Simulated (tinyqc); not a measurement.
From results back to parameters: free-carrier optics of a doped semiconductor (Drude model). Four cases, with inputs chosen for the exercise.

Problem. eps(E) is given at one energy; N and mu are hidden.

eps(E) = ei [1 - Ep^2/(E^2 + i E Gam)], with Ep^2 = 8 pi c (e^2/(4 pi eps0)) N/(m ei), c = hbar^2/2m0, N in 1/angstrom^3 (1e-24 per 1/cm^3); Gam = hbar/tau, tau = mu m m0/e with m0/e = 5.685630e-12 kg/C and mu in m^2/(V s). Energies in meV.

Constants: hbar^2/2m0 = 3.80998211 eV angstrom^2; e^2/(4 pi eps0) = 14.39964547 eV angstrom; hbar = 6.58211957e-16 eV s.

Case 1.

Values chosen (out of a larger set: mass and dielectric values near those of Si; N and mu are free inputs; interband absorption and the rise of the mass with filling are left out; not measured data): m = 0.278 m0 (conductivity mass); ei = 11.85 (high-frequency dielectric constant); E = 65 meV (photon energy).

eps = 10.43320+0.69822i

Case 2.

Values chosen (out of a larger set: mass and dielectric values near those of Si; N and mu are free inputs; interband absorption and the rise of the mass with filling are left out; not measured data): m = 0.284 m0 (conductivity mass); ei = 11.81 (high-frequency dielectric constant); E = 337.3 meV (photon energy).

eps = 9.77195+0.14488i

Case 3.

Values chosen (out of a larger set: mass and dielectric values near those of Si; N and mu are free inputs; interband absorption and the rise of the mass with filling are left out; not measured data): m = 0.252 m0 (conductivity mass); ei = 11.71 (high-frequency dielectric constant); E = 18 meV (photon energy).

eps = 9.69222+3.96136i

Case 4.

Values chosen (out of a larger set: mass and dielectric values near those of Si; N and mu are free inputs; interband absorption and the rise of the mass with filling are left out; not measured data): m = 0.258 m0 (conductivity mass); ei = 11.49 (high-frequency dielectric constant); E = 454 meV (photon energy).

eps = 8.14196+0.27575i

Find: Gam; Ep; N; mu.

Solution. ei - eps1 = ei Ep^2/(E^2 + Gam^2) and eps2 = (ei - eps1) Gam/E; the ratio gives Gam, then Ep, N and mu follow.

Case 1.

Gam = 32.03 meV
Ep = 25.06 meV
N = 1.50e+18 1/cm^3
mu = 130 cm^2/(V s)

Case 2.

Gam = 23.98 meV
Ep = 140.47 meV
N = 4.80e+19 1/cm^3
mu = 170 cm^2/(V s)

Case 3.

Gam = 35.34 meV
Ep = 16.46 meV
N = 5.80e+17 1/cm^3
mu = 130 cm^2/(V s)

Case 4.

Gam = 37.39 meV
Ep = 245.90 meV
N = 1.30e+20 1/cm^3
mu = 120 cm^2/(V s)

Computed by tinyqc, one run a case: `OMP_NUM_THREADS=1 python tinyqc.py N N+1 out.jsonl` with N = 1651637, 1651716, 1651820, 1651866; one thread of a shared Intel(R) Xeon(R) Processor @ 2.30GHz, about 0.01 s a run at most.
